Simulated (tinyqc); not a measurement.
# Which input was changed?

Model: self-heating of a transistor with one or more fingers, with temperature-dependent conductivity. Computed by tinyqc, a small Python program. Command: `OMP_NUM_THREADS=1 python tinyqc.py 3010801 3010802 out.jsonl selfheat which`. One thread of a shared host (Intel(R) Xeon(R) Processor @ 2.30GHz), about 0.4 s of CPU time with the checks.

N long parallel fingers lie on the top face of a slab whose bottom is held at T_0; the top is otherwise insulated, and heat flows in two dimensions. P in W/mm is 1000 P in W/m.

Inputs (values chosen for the exercise, modelled on gallium oxide):
```
quantity                                      value        unit
conductivity at the base temperature kappa_0   21.9     W/(m K)
exponent m in kappa ~ T^-m                     1.11           -
base temperature T_0                            300           K
power per gate width P                         0.17        W/mm
fingers N                                         5           -
finger pitch s                                   59  micrometre
width of the heat source w                     0.38  micrometre
substrate thickness t                            65  micrometre
phonon free path Lambda                          20          nm
power coefficient beta                          2.7      1e-3/K
```

Power: power rises with temperature.

Method:
- A line source of power P on the top face raises the top at distance x by (P/(pi kappa_0)) g(x), g(x) = -ln tanh(pi x/(4 t)) (the image sum for the slab). On a strip of width w the centre sees the mean of g over the strip, g_0 = 1 + ln(8 t/(pi w)) for w much below t.
- theta_i = (P/(pi kappa_0)) [g_0 + sum over j != i of g(|i - j| s)], with equal powers and constant conductivity; thermal resistance = largest theta/P.
- Kirchhoff transformation for kappa = kappa_0 (T/T_0)^-m: T = T_0 [1 - (m - 1) theta/T_0]^(-1/(m - 1)), where theta is the linear rise.
- The bracket vanishes at the power P T_0/((m - 1) theta).
- Near a source smaller than the free path, Fourier's law overstates the flow. Rough estimate: a strip that emits phonons into a half space adds a resistance times area of 4 Lambda/(3 kappa_0), from the ballistic flux C v Delta T/4 with kappa_0 = C v Lambda/3, so Delta T_b = 4 Lambda P/(3 kappa_0 w); Knudsen number Lambda/w.
- The power follows P [1 + beta (T - T_0)] with T the peak temperature, for all fingers alike. Start at T_0 and repeat; stop when T changes by less than 1e-6 K, after 50 steps, or when the bracket falls below 0.05.

Question. One of these inputs alone was changed, within the range given: width of the heat source w (0.19 to 0.76); substrate thickness t (32.5 to 130); phonon free path Lambda (10 to 40); power coefficient beta (1.35 to 5.4). Which one, and to what value?

Results:
```
run     ballistic rise Delta T_b (K)  true rise (K)  peak temperature with feedback (K)
before                     0.5447408       21.27773                            322.6312
after                      0.7190579       21.27773                            322.6312
```

Answer.

Each candidate set to reproduce ballistic rise Delta T_b, and what it then gives:
```
candidate                                range searched  value needed  true rise (K)  peak temperature with feedback (K)
width of the heat source w (micrometre)    0.19 to 0.76        0.2879         22.019                              323.47
substrate thickness t (micrometre)          32.5 to 130     no effect              -                                   -
phonon free path Lambda (nm)                   10 to 40         26.40         21.278                              322.63
power coefficient beta (1e-3/K)             1.35 to 5.4     no effect              -                                   -
```

Only phonon free path Lambda fits every result: it went from 20 to 26.4 nm. The next best candidate, width of the heat source w, misses one result by 3.5 %.
